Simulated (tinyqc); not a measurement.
# p-n heterojunction, non-linear Poisson equation by Newton steps, Fermi-Dirac statistics, step by step

Program tinyqc, `OMP_NUM_THREADS=1 python tinyqc.py 2040096 2040097 out.jsonl`; Intel Xeon 2.30GHz, shared host, one thread, about 0.2 s. Printed values are rounded.

One dimension, material 1 (p-type) at x < 0 and material 2 (n-type) at x > 0. Band edges: Ec = -psi in material 1 and -psi + dEc in material 2, Ev = Ec - Eg. Flat quasi-Fermi levels: 0 for holes, +V for electrons. n = Nc F((EFn - Ec)/Vt), p = Nv F((Ev - EFp)/Vt), with F(eta) = F_1/2(eta) = (2/sqrt(pi)) int_0^infinity sqrt(u) du/(1 + exp(u - eta)) (Fermi-Dirac statistics); full ionisation, no interface charge, classical densities; the doping types are chosen for the exercise.

Parameters, values chosen for the exercise; band and dielectric values close to those of CdTe and CdS: temperature T = 350 K; band gap of material 1 Eg1 = 1.48 eV; relative permittivity of material 1 er1 = 10.3; conduction-band density of states of material 1 Nc1 = 1.01e18 cm^-3; valence-band density of states of material 1 Nv1 = 2.31e19 cm^-3; band gap of material 2 Eg2 = 2.44 eV; relative permittivity of material 2 er2 = 9.05; conduction-band density of states of material 2 Nc2 = 2.75e18 cm^-3; valence-band density of states of material 2 Nv2 = 2.31e19 cm^-3; conduction-band offset Ec2 - Ec1 dEc = -0.11 eV; acceptor density of material 1 N1 = 4e17 cm^-3; donor density of material 2 N2 = 1.6e16 cm^-3; bias of side 1 against side 2 V = 0 V.

Constants: q = 1.602176634e-19 C, kB = 1.380649e-23 J/K, Vt = kB T/q, eps0 = 8.8541878128e-14 F/cm where lengths are in cm. Results are converted to the units shown.

## Offsets and end potentials

dEv = Ev1 - Ev2 = Eg2 - Eg1 - dEc. Neutrality of the majority carriers far from the junction: Nv1 F((-psi_L - Eg1)/Vt) = N1 and Nc2 F((V + psi_R - dEc)/Vt) = N2. Total bending psi_R - psi_L.

dEv = 1.07 eV
psi_L = -1.357849 V
psi_R = -0.2651679 V
psi_R - psi_L = 1.092681 V

The alignment is staggered (type II): dEc and dEv have opposite signs.

## Permittivity of the intervals

x, node 0 to 11 (nm): -65.7  -50.4  -37.5  -26.5  -17.3  -9.42  -2.8  2.8  19  66  202  596

er1 or er2; the interface lies midway in its interval, which gets the series value 2 er1 er2/(er1 + er2).

eps_r, interval 0 to 10: 10.3  10.3  10.3  10.3  10.3  10.3  9.634625  9.05  9.05  9.05  9.05

## Couplings between neighbouring nodes

a_i = eps0 eps_r/h_i for the interval from node i to i + 1, with h_i = x_(i+1) - x_i in cm.

coupling a_i, interval 0 to 10 (F/cm^2): 5.960662e-7  7.069623e-7  8.290739e-7  9.912841e-7  1.157337e-6  1.377615e-6  1.523335e-6  4.946321e-7  1.704902e-7  5.891941e-8  2.033766e-8

## Starting potential

material, node 0 to 11: 1  1  1  1  1  1  1  2  2  2  2  2

psi_L + (psi_R - psi_L)(1 + tanh(x/s))/2 on the inner nodes with s = 55 nm, psi_L and psi_R on the ends.

psi at the start, node 0 to 11 (V): -1.357849  -1.207153  -1.135325  -1.056104  -0.977906  -0.904177  -0.839298  -0.783719  -0.629939  -0.356049  -0.265873  -0.265168

## Iteration 1: densities, residual and Jacobian diagonal

n_i = Nc F(a_n), a_n = (V - Ec_i)/Vt; p_i = Nv F(a_p), a_p = (Ec_i - Eg)/Vt; rho_i = p_i - n_i + C_i with C = -N1 or +N2; g_i = (Nc F'(a_n) + Nv F'(a_p))/Vt with F' = F_-1/2(eta) = (1/sqrt(pi)) int_0^infinity u^(-1/2) du/(1 + exp(u - eta)). Box widths w_i = (h_(i-1) + h_i)/2 in cm. Residual F_i = a_i (psi_(i+1) - psi_i) - a_(i-1) (psi_i - psi_(i-1)) + q rho_i w_i; Jacobian: a_(i-1) and a_i beside the diagonal, b_i = -a_(i-1) - a_i - q g_i w_i on it. The two end nodes are fixed.

```
node    n (cm^-3)     p (cm^-3)
0      0.02832391          4e17
1        4.188669   2.721305e15
2        45.32780   2.514809e14
3        626.7382   1.818800e13
4        8377.210   1.360730e12
5        96547.06   1.180680e11
6      8.297711e5   1.373767e10
7      5.472782e8   8.516927e-7
8     8.964902e10   5.199308e-9
9     7.876565e14  5.917118e-13
10    1.563114e16  2.975965e-14
11         1.6e16  2.907219e-14
```

```
node  residual F (C/cm^2)  diagonal b (F/cm^2)
1            -1.287924e-7         -1.323411e-6
2            -6.163666e-8         -1.537633e-6
3            -5.288722e-8         -1.820456e-6
4            -4.691902e-8         -2.148627e-6
5            -4.241292e-8         -2.534953e-6
6            -4.386969e-8         -2.900951e-6
7            -5.807257e-9         -2.017967e-6
8            -2.126858e-8         -6.651238e-7
9            -1.908117e-8         -2.676906e-7
10           -3.732695e-9         -2.275266e-6
```

## Iteration 1: Newton step

Solve the tridiagonal system a_(i-1) d_(i-1) + b_i d_i + a_i d_(i+1) = -F_i for nodes 1 to 10, with d = 0 on fixed nodes. If the largest |d| exceeds 4 Vt, the whole step is scaled down so that it equals 4 Vt.

Newton step d, before damping, node 1 to 10 (V): -0.560158  -0.866421  -1.054899  -1.159288  -1.208164  -1.218438  -1.198932  -1.127115  -0.794019  -0.022202
psi after iteration 1, node 0 to 11 (V): -1.357849  -1.262617  -1.221113  -1.160554  -1.092692  -1.023803  -0.959941  -0.902430  -0.741539  -0.434668  -0.268071  -0.265168

## Iteration 2: densities, residual and Jacobian diagonal

As before.

```
node    n (cm^-3)     p (cm^-3)
0      0.02832391          4e17
1       0.6659404   1.711284e16
2        2.636772   4.322848e15
3        19.63688   5.804902e14
4        186.3182   6.118088e13
5        1828.983   6.232489e12
6        15197.79   7.500512e11
7      1.068666e7   4.361633e-5
8      2.216007e9   2.103390e-7
9     5.811822e13  8.020021e-12
10    1.453441e16  3.200975e-14
11         1.6e16  2.907219e-14
```

```
node  residual F (C/cm^2)  diagonal b (F/cm^2)
1            -1.139194e-7         -1.431172e-6
2            -5.489121e-8         -1.563476e-6
3            -4.756984e-8         -1.823472e-6
4            -4.226589e-8         -2.148898e-6
5            -3.821278e-8         -2.534976e-6
6            -3.952590e-8         -2.900953e-6
7            -5.232256e-9         -2.017967e-6
8            -1.916282e-8         -6.651223e-7
9            -1.913199e-8         -2.322345e-7
10           -3.534186e-9         -2.121474e-6
```

## Iteration 2: Newton step

As before.

Newton step d, before damping, node 1 to 10 (V): -0.422941  -0.695062  -0.883899  -0.996624  -1.056895  -1.079808  -1.074585  -1.047920  -0.858161  -0.025499
psi after iteration 2, node 0 to 11 (V): -1.357849  -1.309871  -1.298769  -1.259309  -1.204040  -1.141885  -1.080584  -1.022489  -0.858619  -0.530547  -0.270920  -0.265168

## Course of the Newton iteration

Stop when the largest undamped |d| is below 1e-9 V, or after 80 iterations.

Course of the iteration:
```
iteration  largest |F| (C/cm^2)  largest |d| (V)  at node
1                       1.29e-7             1.22        6
2                       1.14e-7             1.08        6
3                       9.26e-8            0.603        8
4                       6.36e-8            0.232        9
5                       2.46e-8           0.0637        9
6                       1.97e-9          1.30e-3        6
7                      1.11e-11          1.19e-5        6
8                      1.03e-15          1.16e-9        6
9                       < 1e-19          < 1e-12        7
```

Converged in 9 iterations. Once the step is below 0.1 Vt, 3 more iteration(s) reach the threshold: near the solution the error is roughly squared each time.

## Band edges, densities and displacement

converged psi, node 0 to 11 (V): -1.357849  -1.357792  -1.357506  -1.356221  -1.351734  -1.339256  -1.313305  -1.270028  -1.142397  -0.819623  -0.283738  -0.265168

Ec, Ev, n and p as defined; D = a_k (psi_(k+1) - psi_k) on the interval that holds the interface.

```
node   Ec (eV)    Ev (eV)    n (cm^-3)     p (cm^-3)
0     1.357849  -0.122151   0.02832391          4e17
1     1.357792  -0.122208   0.02837728   3.992522e17
2     1.357506  -0.122494   0.02864845   3.954959e17
3     1.356221  -0.123779   0.02989514   3.790980e17
4     1.351734  -0.128266   0.03469006   3.269591e17
5     1.339256  -0.140744   0.05246651   2.165459e17
6     1.313305  -0.166695    0.1240411   9.176895e16
7     1.160028  -1.279972     54.40789      8.567007
8     1.032397  -1.407603     3745.158     0.1244574
9     0.709623  -1.730377   1.664245e8   2.800746e-6
10    0.173738  -2.266262  8.652367e15  5.381124e-14
11    0.155168  -2.284832       1.6e16  2.907219e-14
```

D = 65.92468 nC/cm^2

## Check against the first integral

Exact first integral: on each side D^2/(2 eps0 er) = G, G = q [Vt (nI_j - nI_b) + Vt (pI_j - pI_b) - C (psi_j - psi_b)], with C = -N1 or +N2, b the neutral end of that side, and nI, pI the densities with F_1/2 replaced by F_3/2(eta) = (4/(3 sqrt(pi))) int_0^infinity u^(3/2) du/(1 + exp(u - eta)). D is continuous, so er1 G1(psi_j) = er2 G2(psi_j) fixes psi_j. Ends from Nv1 F((-psi_L - Eg1)/Vt) = N1 and Nc2 F((V + psi_R - dEc)/Vt) = N2. D is counted positive when psi rises towards material 2.

psi_j = -1.296365 V
D = 64.12791 nC/cm^2
psi_j - psi_L = 0.06148396 V
psi_R - psi_j = 1.031197 V
Ec1 - EFn at the interface = 1.296365 eV
Ec2 - EFn at the interface = 1.186365 eV

Material 2 takes 94.4 % of the bending. The 12-node mesh gave D = 65.92 nC/cm^2, 2.8 % above the exact value in size.
